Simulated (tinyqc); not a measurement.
Lifetime against injection: carrier lifetime from Shockley-Read-Hall, radiative, Auger and surface recombination. Computed by tinyqc, a small Python program. Command: `OMP_NUM_THREADS=1 python tinyqc.py 3005799 3005800 out.jsonl lifetime walk`. One thread of a shared host (Intel(R) Xeon(R) Processor @ 2.30GHz), about 0.01 s of CPU time with the checks.

Energies are counted from the top of the valence band. Boltzmann statistics, full ionisation, and equal excess densities of electrons and holes.

Inputs (values chosen for the exercise, for a model semiconductor):
```
quantity                          value    unit
gap E_g                           0.647      eV
electron mass m_e                0.0297     m_0
valleys M_c                           1       -
hole mass m_h                     0.303     m_0
temperature T                       250       K
doping N                        4.9e+14   cm^-3
trap level E_t                    0.306      eV
trap density N_t                1.5e+14   cm^-3
electron cross-section sigma_n  2.2e-17    cm^2
hole cross-section sigma_p      8.4e-17    cm^2
radiative coefficient B         2.4e-10  cm^3/s
Auger coefficient C_n           6.4e-32  cm^6/s
Auger coefficient C_p           5.9e-31  cm^6/s
```

Doping: p-type. Surface term: none.

Constants: m_0 = 9.1093837015e-31 kg; k_B = 1.380649e-23 J/K; h = 6.62607015e-34 J s; k_B = 8.617333262e-05 eV/K.

Method:
- N_c = 2 M_c (2 pi m_e k_B T/h^2)^(3/2) and N_v = 2 (2 pi m_h k_B T/h^2)^(3/2), masses in units of m_0.
- n_i = sqrt(N_c N_v) exp(-E_g/2 k_B T); majority density N/2 + sqrt(N^2/4 + n_i^2), minority density n_i^2 over it.
- v = sqrt(3 k_B T/m) with m_e or m_h; tau_n0 = 1/(sigma_n v_n N_t), tau_p0 = 1/(sigma_p v_p N_t); n1 = N_c exp(-(E_g - E_t)/k_B T), p1 = N_v exp(-E_t/k_B T).
- With n = n_0 + dn, p = p_0 + dn and U/dn = 1/tau: (n p - n_i^2)/dn = n_0 + p_0 + dn = s; 1/tau_SRH = s/[tau_p0 (n + n1) + tau_n0 (p + p1)]; 1/tau_rad = B s; 1/tau_Aug = (C_n n + C_p p) s; the rates add.
- Rows stop below half the smaller effective density of states.

N_c = 9.77091e+16 cm^-3

N_v = 3.18393e+18 cm^-3

n_0 = 5.75118e+07 cm^-3

p_0 = 4.90000e+14 cm^-3

tau_p0 = 4.09754e-06 s

n1 = 1.30520e+10 cm^-3

tau_n0 = 4.89820e-06 s

p1 = 2.15911e+12 cm^-3

Lifetimes (s):
```
dn (cm^-3)         SRH   radiative       Auger   effective  radiative efficiency  fastest channel
1.00e+10    4.9200e-06  8.5032e-06  7.0589e+00  3.1167e-06               0.36653              SRH
1.00e+11    4.9207e-06  8.5017e-06  7.0562e+00  3.1168e-06               0.36661              SRH
1.00e+12    4.9282e-06  8.4861e-06  7.0289e+00  3.1177e-06               0.36738              SRH
1.00e+13    5.0014e-06  8.3333e-06  6.7650e+00  3.1255e-06               0.37507              SRH
1.00e+14    5.6107e-06  7.0621e-06  4.7811e+00  3.1267e-06               0.44273              SRH
1.00e+15    7.6554e-06  2.7964e-06  7.1163e-01  2.0482e-06               0.73244        radiative
1.00e+16    8.8054e-06  3.9720e-07  1.3959e-02  3.8005e-07               0.95681        radiative
```

tau_SRH goes from 4.92e-6 s at low injection (the minority capture time, 4.90e-6 s) to 8.81e-6 s in the last row; at high injection it tends to tau_n0 + tau_p0 = 9.00e-6 s. Ruling channel by row: SRH from 1e10, radiative from 1e15 cm^-3. Caution: the trap density is not small against the doping, so trapped charge breaks the equality of the excess densities.
